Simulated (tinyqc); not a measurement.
Monte Carlo simulation of one carrier in a uniform electric field: one step, computed by the program tinyqc.

The force e F acts along +z. Flights end at the constant total rate Gamma; the part of Gamma that the real rates do not fill is self-scattering, which leaves k unchanged. One valley, no impurities and no intervalley scattering.

Task: Scattering event 1. Parabolic band: E = hbar^2 k^2/(2 m), speed v = hbar k/m, states per spin, volume and energy g(E) = m k/(2 pi^2 hbar^2). Masses are multiplied by m_0 and all formulas are in SI units. Phonon occupation N_q = 1/(exp(hbar w/(k_B T)) - 1). Acoustic deformation potential (elastic, equipartition, absorption and emission together): 1/tau = 2 pi k_B T D_A^2 g(E)/(hbar rho v_l^2). Polar optical, unscreened: W = e^2 w (1/eps_inf - 1/eps_s) m (1 + 2 alpha E') ln|(k + k')/(k - k')| / (4 pi eps_0 hbar^2 k), times N_q for absorption (E' = E + hbar w) and N_q + 1 for emission (E' = E - hbar w > 0), with alpha = 0 for a parabolic band; mean cosine of the angle <cos> = (k^2 + k'^2)/(2 k k') - 1/ln|(k + k')/(k - k')|. Choice: with cumulative rates in the order acoustic, absorption, emission, the process is the first whose sum exceeds r2 Gamma; if none, self-scattering. Final state: E' = E, E + hbar w or E - hbar w gives k'. Isotropic processes: cos(theta) = 1 - 2 r3 from the z axis, phi = 2 pi r4, k' (sin theta cos phi, sin theta sin phi, cos theta). Polar processes: cos(b) = [1 + xi - (1 + 2 xi)^r3]/xi, xi = 2 k k'/(k - k')^2, b from the old direction n; new direction cos b n + sin b (cos phi e1 + sin phi e2), e1 = (z x n)/|z x n|, e2 = n x e1. Use row 1 of the random numbers.

Inputs (values chosen for the exercise, modelled on InSb):

| quantity | value | unit |
|---|---|---|
| effective mass m | 0.0132 | m_0 |
| static permittivity eps_s | 16.8 | - |
| high-frequency permittivity eps_inf | 15.7 | - |
| density rho | 5780 | kg/m^3 |
| sound velocity v_l | 3870 | m/s |
| acoustic deformation potential D_A | 9.5 | eV |
| optical phonon energy hbar w | 24.5 | meV |
| lattice temperature T | 300 | K |

Crystal: polar. Band: parabolic.

k at the end of the flight (1/nm): 0.2300000  0.1400000  0.1201451

Random numbers (0.02 to 0.98, from up to 60 sets tried for early real events), one row a flight:
```
       r1      r2      r3      r4
1  0.9485  0.3889  0.1374  0.0672
2  0.9416  0.4030  0.4697  0.1629
3  0.0354  0.1228  0.3665  0.7960
4  0.6019  0.8264  0.3889  0.0460
5  0.1968  0.7696  0.0351  0.6908
6  0.2031  0.9110  0.0641  0.1950
7  0.6893  0.2175  0.0341  0.1610
```

Gamma = 1.439332 1e12/s

Constants: hbar = 1.054571817e-34 J s; m_0 = 9.1093837015e-31 kg; e = 1.602176634e-19 C; k_B = 1.380649e-23 J/K; hbar = 6.582119569e-16 eV s; eps_0 = 8.8541878128e-12 F/m; k_B = 8.617333262e-05 eV/K.

Give: cumulative rates; r2 Gamma; process chosen; k after event 1, the start of the next flight.

Result:

cumulative rates (1e12/s): acoustic 0.107, absorption 0.419, emission 1.205

r2 Gamma = 0.5598 1e12/s

Process chosen: emission

k after event 1, the start of the next flight (1/nm): 0.2063  0.1458  0.1210
